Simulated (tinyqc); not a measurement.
## Metal-interlayer-semiconductor contact, depinning against tunnelling resistance: contact resistivity against the temperature

Zero bias, n-type semiconductor. Gap states at the semiconductor surface thin out as exp(-be ti), which unpins the barrier; electrons must then cross the interlayer (a rectangular barrier, no voltage drop across it) and the parabolic depleted layer, both by WKB. Energies E are counted from the Fermi level; no image force, parabolic bands.

Nc is given at 400 K and scales as (T/400 K)^1.5. S = 1/(1 + (1/S0 - 1) exp(-be ti)); phiB = S (phiM - chi) + (1 - S)(Eg - E0); xi = Ec - EF deep inside, from Nd = Nc F(-xi/Vt), F(x) = (2/sqrt(pi)) int_0^infinity sqrt(u) du/(1 + exp(u - x)); band bending U = phiB - xi; E00 = (hbar/2) sqrt(Nd/(eps0 eps_r mt m0)) in volts; A = 4 pi q mA m0 kB^2/h^3. With U = phiB - xi: for xi < E < phiB, y = (E - xi)/U and G1 = (U/E00) [sqrt(1 - y) - y ln((1 + sqrt(1 - y))/sqrt(y))], G1 = 0 above phiB; G2 = 2 ti sqrt(mi max(phiB + dE - E, 0)/C), C = hbar^2/(2 m0); f = 1/(1 + exp(E/Vt)); 1/rho_c = (A T^2/Vt^2) times the integral of exp(-G1 - G2) f over E from xi upwards. Shares under 0.001 % are printed as 0; rows without band bending are left out.

Parameters, values chosen for the exercise; semiconductor values close to those of In0.53Ga0.47As; interlayer mass of the order of that in zinc oxide, offset chosen freely: band gap Eg = 0.733 eV; relative permittivity eps_r = 14.1; electron affinity chi = 4.45 eV; conduction-band density of states at the reference temperature Nc = 3.23e17 cm^-3; tunnelling mass in the semiconductor mt = 0.0413 m0; Richardson mass mA = 0.0417 m0; donor density Nd = 1.5e19 cm^-3; charge-neutrality level above the valence band E0 = 0.51 eV; pinning factor without interlayer S0 = 0.14; metal work function phiM = 4.4 eV; interlayer thickness ti = 1.7 nm; conduction-band offset of the interlayer above the semiconductor dE = 0.13 eV; tunnelling mass in the interlayer mi = 0.3 m0; decay constant of gap states through the interlayer be = 5.7 1/nm.

Constants: q = 1.602176634e-19 C, kB = 1.380649e-23 J/K, eps0 = 8.8541878128e-12 F/m, hbar = 1.054571817e-34 J s, h = 6.62607015e-34 J s, m0 = 9.1093837015e-31 kg, Vt = kB T/q, hbar^2/(2 m0) = 0.0380998212 eV nm^2. Results are converted to the units shown.

The same in every row: S = 1.00; phiB (eV) = -0.0499.

Contact resistivity against the temperature:
```
T (K)	E00/Vt	rho_c (ohm cm^2)	rho_c with G2 = 0 (ohm cm^2)	peak of the integrand (eV)	share above phiB (%)
150	7.29	3.04e-7	6.57e-9	-0.0182	55.9
200	5.47	2.79e-7	6.57e-9	-0.0178	59.9
250	4.37	2.46e-7	6.57e-9	-0.0149	65.0
300	3.64	2.11e-7	6.56e-9	0.0801	70.5
350	3.12	1.79e-7	6.56e-9	0.0801	75.4
400	2.73	1.51e-7	6.55e-9	0.0801	79.6
450	2.43	1.29e-7	6.55e-9	0.0801	82.9
500	2.19	1.11e-7	6.54e-9	0.0801	85.6
```

As T goes from 150 to 500, phiB stays at -0.0499 eV and rho_c falls from 3.04e-7 to 1.11e-7 ohm cm^2. The ratio of rho_c to its value with G2 = 0 runs from 46.3 to 16.9.

Range of the model: The depletion charge would drop about 0.39 V across such an interlayer (eps_r near 8.5) at ti = 1.7 nm and Nd = 1.5e19 cm^-3, against a band bending of 0.49 V; this model leaves that drop out.

tinyqc, about 0.02 s, one thread, Intel Xeon 2.30GHz (shared host): `OMP_NUM_THREADS=1 python tinyqc.py 2270001 2270002 out.jsonl`
